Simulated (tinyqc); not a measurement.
Six-band Luttinger-Kohn model with strain: sweeps and comparisons. A value that a table varies takes the place of the one given here.

Six-band Luttinger-Kohn model in the basis |3/2,3/2>, |3/2,1/2>, |3/2,-1/2>, |3/2,-3/2>, |1/2,1/2>, |1/2,-1/2>, electron energies, zero at the top of the unstrained valence band. H = -[rows: (P+Q, -S, R, 0, -S/r2, r2 R); (-S*, P-Q, 0, R, -r2 Q, r32 S); (R*, 0, P-Q, S, r32 S*, r2 Q); (0, R*, S*, P+Q, -r2 R*, -S*/r2); (-S*/r2, -r2 Q, r32 S, -r2 R, P+Dso, 0); (r2 R*, r32 S*, r2 Q, -S/r2, 0, P+Dso)], r2 = sqrt(2), r32 = sqrt(3/2). Levels are twofold.

P = c g1 k^2 - av tr(e); Q = c g2 (kx^2 + ky^2 - 2 kz^2) - (b/2)(exx + eyy - 2 ezz); R = c sqrt3 [-g2 (kx^2 - ky^2) + 2i g3 kx ky] + (sqrt3/2) b (exx - eyy) - i d exy; S = 2 c sqrt3 g3 (kx - i ky) kz - d (exz - i eyz); c = hbar^2/2m0, e the strain tensor (not engineering shear).

s11 = (C11 + C12)/((C11 - C12)(C11 + 2 C12)), s12 = -C12/((C11 - C12)(C11 + 2 C12)), s44 = 1/C44; exx = s11 sxx + s12 (syy + szz) and cyclic, exy = s44 sxy/2; tension is positive. A uniaxial stress X along the unit vector n is s_ij = X n_i n_j.

Constants: hbar^2/2m0 = 3.80998211 eV angstrom^2.

Parameters, chosen for this exercise (near those of AlAs; shifted at random, so the results belong to these values and not to a real crystal):
- Dso = 0.277 eV (spin-orbit splitting)
- g1 = 3.78 (Luttinger gamma1)
- g2 = 0.82 (gamma2)
- g3 = 1.43 (gamma3)
- av = 2.46 eV (valence hydrostatic potential)
- b = -2.34 eV (tetragonal shear potential)
- d = -3.44 eV (trigonal shear potential)
- C11 = 128.2 GPa
- C12 = 54.7 GPa
- C44 = 52.9 GPa
- load = uniaxial [110] (kind of stress)
- X1 = 0.9 GPa (size of the stress)
- E_h = 25 meV (hole energy below the top)
- X = -0.2 GPa (stress)

## Sweep of a uniaxial [110] stress

Edges at k = 0 and curvature masses of the top pair along [100] and [001] (step 0.0002 1/angstrom); at zero stress the top is fourfold and has no single curvature.

Edges and masses:
```
X (GPa),top (eV),second (eV),third (eV),splitting (meV),m [100],m [001]
-1.50,0.0250,-0.0485,-0.3001,73.5,0.225,0.406
-1.00,0.0154,-0.0326,-0.2908,48.0,0.227,0.398
-0.50,0.0070,-0.0164,-0.2831,23.4,0.228,0.389
0.00,0.0000,0.0000,-0.2770,0.0,-,-
0.50,0.0167,-0.0054,-0.2728,22.0,0.318,0.198
1.00,0.0336,-0.0090,-0.2706,42.6,0.324,0.193
1.50,0.0508,-0.0107,-0.2705,61.5,0.330,0.189
```

The splitting reaches 73.5 meV under compression and 61.5 meV under the same tension; linear shear terms alone would make the two equal, and the difference comes from the coupling to the split-off band. At the ends of the sweep the top pair has a mass along [100] of 0.225 under compression and 0.330 under tension, so compression gives the lighter holes along [100]; along [001] it has 0.406 and 0.189. The top edge itself moves by +25 and +51 meV.

## Which stress helps holes along [110]

Each load has size X1 (biaxial: sxx = syy); masses are curvatures of the top pair at k = 0.

Results:
```
load,splitting (meV),top edge (meV),m [110],m [001]
"uniaxial [110], compression",43.0,13.6,0.147,0.396
"uniaxial [110], tension",38.6,30.2,0.660,0.194
"uniaxial [100], compression",62.6,24.6,0.231,0.374
"uniaxial [100], tension",50.9,38.0,0.297,0.217
"uniaxial [111], compression",35.7,9.5,0.181,0.265
"uniaxial [111], tension",31.6,26.2,0.426,0.265
"biaxial (001), compression",50.9,10.0,0.217,0.467
"biaxial (001), tension",62.6,52.6,0.374,0.167
```

The lightest mass along [110] (0.147) comes with uniaxial [110], compression. The largest splitting (62.6 meV) comes with uniaxial [100], compression; biaxial (001), tension. The heaviest mass along [001] (0.467), which lowers the confinement energy in a (001) channel, comes with biaxial (001), compression. The splitting per GPa follows b (s11 - s12) for loads along cube axes and d s44 for [111]: here 2 |b| (s11 - s12) = 63.7 and |d| s44/sqrt3 = 37.5 meV per GPa in the limit of large Dso; where the splitting nears Dso, mixing with the split-off band makes it depend on the sign of the load.

## Warping of the constant-energy contours (six-band Luttinger-Kohn model)

No strain (e = 0). In the plane kz = 0, |k| where the top and second pairs lie E_h below the top, against the angle from [100]; m = c k^2/E_h.

Contours:
```
angle (degrees),k top (1/angstrom),k second (1/angstrom),m top (m0),m second (m0)
0,0.0554,0.0351,0.467,0.188
9,0.0569,0.0348,0.494,0.184
18,0.0614,0.0340,0.574,0.176
27,0.0680,0.0332,0.704,0.168
36,0.0750,0.0327,0.856,0.163
45,0.0783,0.0325,0.934,0.161
```

The heavy contour reaches 1.414 times as far along [110] as along [100], the light one 0.927 times. The warping follows g3 - g2 = 0.61 and would vanish for g2 = g3. Along [100] the heavy mass is 1/(g1 - 2 g2) = 0.467 at any energy, while the light one is 0.1877, against 1/(g1 + 2 g2) = 0.1845 at the edge, for E_h/Dso = 0.09.

## What each parameter does

Edges at k = 0 under a uniaxial [110] stress X and the curvature mass of the top pair along [100] (step 0.0002 1/angstrom). Each row changes one parameter from the base and keeps the others.

Results:
```
case,top (eV),second (eV),third (eV),mass (m0)
base,0.0026,-0.0066,-0.2792,0.229
d = -4.128 eV,0.0031,-0.0071,-0.2793,0.232
g3 = 1.144,0.0026,-0.0066,-0.2792,0.229
g2 = 0.984,0.0026,-0.0066,-0.2792,0.223
av = 1.968 eV,0.0030,-0.0062,-0.2788,0.229
C12 = 43.76 GPa,0.0021,-0.0065,-0.2794,0.231
C44 = 63.48 GPa,0.0022,-0.0062,-0.2792,0.227
X = -0.24 GPa,0.0032,-0.0079,-0.2797,0.229
```

The largest shifts from the base row, up to three for each result and ties (the steps differ in size, so this ranks the rows, not the parameters). top (eV): X +0.0006, d +0.0005, C12 -0.0005; unchanged at the printed digits by g3 and g2. second (eV): X -0.0013, d -0.0005, av +0.0004, C44 +0.0004; unchanged at the printed digits by g3 and g2. third (eV): X -0.0005, av +0.0004, C12 -0.0002; unchanged at the printed digits by g3, g2 and C44. mass (m0): g2 -0.006, d +0.003, C44 -0.002, C12 +0.002; unchanged at the printed digits by g3, av and X. The Luttinger parameters multiply k^2 and cannot move the edges; av shifts all edges alike and leaves the mass.

Program tinyqc; command `OMP_NUM_THREADS=1 python tinyqc.py 1050048 1050049 out.jsonl`; about 0.03 s on one thread of a shared Intel(R) Xeon(R) Processor @ 2.30GHz.
